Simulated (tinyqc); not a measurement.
Scattering of inversion-layer electrons by surface optical phonons of the gate insulator (remote phonon scattering): one step, computed by the program tinyqc.

One subband with the Fang-Howard envelope; insulator and channel are half-spaces, the gate is far away, and an interlayer only moves the polar surface away by t (its own modes and its permittivity contrast are left out).

Problem. The electron gas. Density of states D = g_v m/(pi hbar^2); eta = E_F/(k_B T) = ln(exp(n/(D k_B T)) - 1); screening wave number q_s = e^2 D/(2 eps_0 eps_avg) x 1/(1 + exp(-eta)), eps_avg = (eps_s + eps_inf)/2; b = 3/z0.

Inputs (values chosen for the exercise, modelled on HfO2 on In0.53Ga0.47As):
```
quantity,value,unit
optical constant eps_inf,5.07,-
constant of the channel eps_s,13.9,-
in-plane mass m,0.0431,m_0
valleys g_v,1,-
sheet density n,2.8e+12,1/cm^2
mean distance of the electrons z0 = 3/b,4.2,nm
temperature T,300,K
```

Constants: hbar^2/(2 m_0) = 3.80998212 eV angstrom^2; k_B = 8.617333262e-05 eV/K; e^2/(4 pi eps_0) = 14.39964548 eV angstrom.

Give: D; eta; q_s; b.

Solution.

D = 1.8004e+13 1/(eV cm^2)

eta = 6.0133

q_s = 0.17132 1/nm

b = 0.71429 1/nm

Caution: E_F is high enough for upper subbands or non-parabolicity, left out here, to matter.
